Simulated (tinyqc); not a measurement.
Input admittance of a MOSFET at zero drain bias: distributed channel and distributed gate: one step of the calculation.

Source and drain grounded, strong inversion, w = 2 pi f, Cox = eps0 eox/tox. The channel is an RC line of resistance 1/(mu Cox Vo) per square fed from both ends, so one finger has the intrinsic admittance y = i w Cox L tanh(g)/g per width, g = (1/2) sqrt(i w tau), tau = L^2/(mu Vo). The vertical resistance rv/L is in series with y, the overlaps 2 i w Cov in parallel: y_t = 1/(1/y + rv/L) + 2 i w Cov. The gate strip is a line of Rsh/L per length loaded by y_t, so a finger has Y = y_t Wf tanh(k)/k, k = (Wf/sd) sqrt(y_t Rsh/L); the device has Nf Y.

Problem. Input impedance of the device. k and Y as defined; Z = 1/(Nf Y) = R + 1/(i w C); Q = |Im Z|/R; signal at the point farthest from a contact |1/cosh k|.

Inputs (values chosen for the exercise); values of the order met in silicon radio-frequency transistors:
- L = 0.5 um (channel length)
- Wf = 3.2 um (finger width)
- Nf = 16 (number of fingers)
- Rsh = 19 ohm/square (sheet resistance of the gate)
- sd = 2 (number of ends at which a finger is contacted)
- f = 21 GHz (frequency)

y_t = 126.30077+593.67270i uS/um

Find: k; Nf Y; R; C; Q; signal at the far point.

Solution.

k = 0.1889+0.1529i
Nf Y = 7.02+30.14i mS
R = 7.329 ohm
C = 240.8 fF
Q = 4.295
signal at the far point = 0.9936

Numbers from tinyqc (`OMP_NUM_THREADS=1 python tinyqc.py 2262236 2262237 out.jsonl`; about 0.01 s on one thread of a shared Intel Xeon 2.30GHz).
